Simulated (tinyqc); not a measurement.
What each parameter does: quantum well in an electric field by finite differences.

Finite differences on points z_i at the centres of cells of width h: H_ii = (c/h^2)(1/m_(i-1/2) + 1/m_(i+1/2)) + V_i, H_(i,i+1) = -(c/h^2)/m_(i+1/2), where m_(i+1/2) is the mean of the masses at the two points (the end values are repeated outwards), psi = 0 on the points beyond both ends, c = hbar^2/2m0. The field adds e F (z - z0) with z0 the middle of the structure; 1 kV/cm = 1e-5 eV/angstrom.

Constants: hbar^2/2m0 = 3.80998211 eV angstrom^2.

Parameters, chosen for this exercise (near those of an InGaAs well in InP; the results hold for these values, not for the real material): Lw = 80 angstrom (well width); Lb = 64 angstrom (each outer barrier); V0 = 0.257 eV (barrier height); mw = 0.0407 m0 (mass in the well); mb = 0.0828 m0 (mass in the barriers); F = 14 kV/cm (field along z); hf = 1 angstrom (cell width of the fine grid).

Three layers: barrier, well, barrier; fine grid. The Stark shift is E1(F) - E1(0).

Results for these values:

| case | E1 (eV) | E2 - E1 (meV) | Stark shift (meV) | <z - z0> (angstrom) |
|---|---|---|---|---|
| base | 0.0523 | 158.4 | -0.07 | -0.97 |

What happens to each result for F = 21 kV/cm, all else kept?

Answer: E1 falls from 0.0523 to 0.0522; E2 - E1 does not change at the printed digits; Stark shift falls from -0.07 to -0.15; <z - z0> falls from -0.97 to -1.46.

The same for each parameter in turn:

| case | E1 (eV) | E2 - E1 (meV) | Stark shift (meV) | <z - z0> (angstrom) |
|---|---|---|---|---|
| base | 0.0523 | 158.4 | -0.07 | -0.97 |
| Lw = 96 angstrom | 0.0414 | 127.8 | -0.11 | -1.52 |
| Lb = 80 angstrom | 0.0523 | 157.6 | -0.07 | -0.98 |
| V0 = 0.308 eV | 0.0560 | 171.1 | -0.06 | -0.84 |
| mw = 0.0468 m0 | 0.0500 | 147.3 | -0.07 | -0.99 |
| mb = 0.0662 m0 | 0.0559 | 159.8 | -0.07 | -0.97 |
| F = 21 kV/cm | 0.0522 | 158.4 | -0.15 | -1.46 |

Run: tinyqc, `OMP_NUM_THREADS=1 python tinyqc.py 1252242 1252243 out.jsonl`; Intel(R) Xeon(R) Processor @ 2.30GHz, one thread, shared host; about 0.02 s of CPU time with all checks.
